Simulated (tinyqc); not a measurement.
Saddle-point parameters from gate and bias data.

Question. In a saddle-point contact at zero temperature mu - V0 = al (Vg - Vp), riser n is centred where this equals wy (n + 1/2), its largest slope is dg/dmu = pi/(2 wx) (neighbouring modes neglected), and in bias spectroscopy neighbouring risers meet at q V = wy. Find al, Vp and wx.

gate voltages at the middle of the first and second risers (V): [-2.2381818, -2.1745455]
largest dg/dVg on a riser = 23.038346 1/V
bias at which two neighbouring risers meet = 5.6 mV

Answer. The bias gives wy, the gate spacing then gives al = wy/(Vg2 - Vg1), and the slope gives wx = al pi/(2 dg/dVg).

lever arm al = 0.0880 eV/V
Vp = -2.27 V
wx = 6.00 meV

Computed by the program tinyqc: `OMP_NUM_THREADS=1 python tinyqc.py 2740027 2740028 out.jsonl`, one thread of a shared Intel Xeon 2.30GHz, about 0.02 s for the whole run.
